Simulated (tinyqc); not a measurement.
Raising U: Hubbard chain of 5 sites, mean field against exact. Computed by the program tinyqc. Collinear unrestricted mean field (the lowest of 40 random starts) against exact diagonalisation.

one-body matrix (hopping and site energies) (eV):
```
         1        2        3        4        5
1   0.0000  -0.7400   0.0000   0.0000   0.0000
2  -0.7400   0.0000  -0.7400   0.0000   0.0000
3   0.0000  -0.7400   0.0000  -0.7400   0.0000
4   0.0000   0.0000  -0.7400   0.0000  -0.7400
5   0.0000   0.0000   0.0000  -0.7400   0.0000
```

electrons, up and down: 3  2

Exact and mean-field results (eV):
```
U            U/t    E exact  E mean field  mean |n_up - n_down|  double occupancy, exact  first gap in the sector
0.3700    0.5000  -3.630930     -3.614200                0.2315                   0.2125                   0.7055
0.7400    1.0000  -3.257705     -3.192230                0.2783                   0.1910                   0.6652
1.4800    2.0000  -2.630072     -2.404709                0.4597                   0.1488                   0.5770
2.9600    4.0000  -1.788930     -1.408461                0.8098                   0.0840                   0.4201
4.4400    6.0000  -1.311477     -0.965770                0.9127                   0.0489                   0.3154
5.9200    8.0000  -1.023112     -0.731243                0.9504                   0.0309                   0.2484
8.8800   12.0000  -0.703361     -0.490752                0.9779                   0.0150                   0.1721
14.8000  20.0000  -0.429131     -0.295444                0.9920                   0.0057                   0.1054
```

Estimate the missing row, U = 2.22.

Computed row:
```
U          U/t    E exact  E mean field  mean |n_up - n_down|  double occupancy, exact  first gap in the sector
2.2200  3.0000  -2.149454     -1.802424                0.6835                   0.1123                   0.4923
```

In absolute terms mean field is worst at U/t = 4.0, 0.380 eV too high: at small U it is nearly exact, and at large U it misses only exchange-scale energies. Relative to the exact energy its error is 0.5 % at the smallest U, 31 % at most and 31 % at the largest. The double occupancy falls from 0.212 to 0.006; at the largest U the first gap is 0.71 times the exchange scale 4t^2/U.
